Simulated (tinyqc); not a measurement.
Size effects in the resistivity of thin metal films and interconnect lines: one step, computed by the program tinyqc.

Electrons lose their drift at surfaces (a share 1 - p of the hits) and at grain boundaries (reflection R), besides bulk scattering. The line sits in a trench with a non-conducting liner on both walls and the bottom; the spacing equals the drawn width.

Question. Metal cross-section. Metal width w_m = w - 2t, height h_m = (aspect ratio) w - t, grain size D = (ratio) w_m.

Inputs (values chosen for the exercise, modelled on ruthenium):

| quantity | value | unit |
|---|---|---|
| drawn line width w | 11 | nm |
| grain size over metal width | 1.9 | - |
| aspect ratio (height over width) | 3 | - |
| liner thickness t | 1.4 | nm |

Geometry: line.

Give: metal width w_m; metal height h_m; grain size D; share of the trench filled by metal.

Answer.

metal width w_m = 8.2 nm

metal height h_m = 31.6 nm

grain size D = 15.58 nm

share of the trench filled by metal = 71.38 %
